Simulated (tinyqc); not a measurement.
From results back to parameters: interface roughness in a thin film (subband fluctuation and scattering). Three cases, with inputs chosen for the exercise.

Problem. The screened mobility was computed from a hidden rms height D.

Gaussian roughness spectrum S(q) = pi D^2 Lc^2 exp(-q^2 Lc^2/4). Degenerate gas, taken to fill one subband (the second starts to fill once c kF^2/md exceeds E2 - E1, which is not tested here): kF = sqrt(2 pi Ns/gv), q = 2 kF sin(theta/2), 1/tau = (md/(2 pi c hbar)) G^2 times the integral from 0 to pi of S(q)(1 - cos theta)/eps(q)^2 dtheta, eps(q) = 1 + qs/q with screening (qs = gv md q0/(c eps), q0 = e^2/(4 pi eps0), form factors left out, which overstates the screening; other scattering is left out too, so these values lie far above measured mobilities in all but the thinnest films) or 1 without; mobility = tau c2/md with c2 = e/m0 = 1.75882e15 cm^2/(V s^2); 1e12/cm^2 = 1e-4/angstrom^2.

Constants: hbar^2/2m0 = 3.80998211 eV angstrom^2; hbar = 6.58211957e-16 eV s; e^2/(4 pi eps0) = 14.39964547 eV angstrom.

Case 1.

Values chosen (near those of a thin InGaAs channel; shifted at random, so the results belong to these values and not to a real crystal): md = 0.044 m0 (mass in the plane); gv = 1 (valleys); Lc = 22 angstrom (correlation length); Ns = 0.61 x 1e12/cm^2 (sheet density); eps = 10.7 (mean dielectric constant at the channel).

G = |dE1/dt| = 6.0847 meV/angstrom
mobility = 18813.2 cm^2/(V s)

Case 2.

Values chosen (near those of a thin Si channel on (100), two-fold valleys; shifted at random, so the results belong to these values and not to a real crystal): md = 0.191 m0 (mass in the plane); gv = 2 (valleys); Lc = 36 angstrom (correlation length); Ns = 1.7 x 1e12/cm^2 (sheet density); eps = 8.1 (mean dielectric constant at the channel).

G = |dE1/dt| = 1.7588 meV/angstrom
mobility = 191824 cm^2/(V s)

Case 3.

Values chosen (near those of a thin Si channel on (100), two-fold valleys; shifted at random, so the results belong to these values and not to a real crystal): md = 0.184 m0 (mass in the plane); gv = 2 (valleys); Lc = 24 angstrom (correlation length); Ns = 1.3 x 1e12/cm^2 (sheet density); eps = 8 (mean dielectric constant at the channel).

G = |dE1/dt| = 3.2010 meV/angstrom
mobility = 240261 cm^2/(V s)

Find: mobility for D = 1 angstrom; D.

Solution. The mobility goes as 1/D^2, so D is the square root of the ratio. One value fixes only D^2 times a function of Lc; a second density is needed to part the two.

Case 1.

mobility for D = 1 angstrom = 2.049e+05 cm^2/(V s)
D = 3.30 angstrom

Case 2.

mobility for D = 1 angstrom = 1.015e+06 cm^2/(V s)
D = 2.30 angstrom

Case 3.

mobility for D = 1 angstrom = 6.151e+05 cm^2/(V s)
D = 1.60 angstrom

Computed by tinyqc, one run a case: `OMP_NUM_THREADS=1 python tinyqc.py N N+1 out.jsonl` with N = 1251378, 1251401, 1251481; one thread of a shared Intel(R) Xeon(R) Processor @ 2.30GHz, about 0.01 s a run at most.
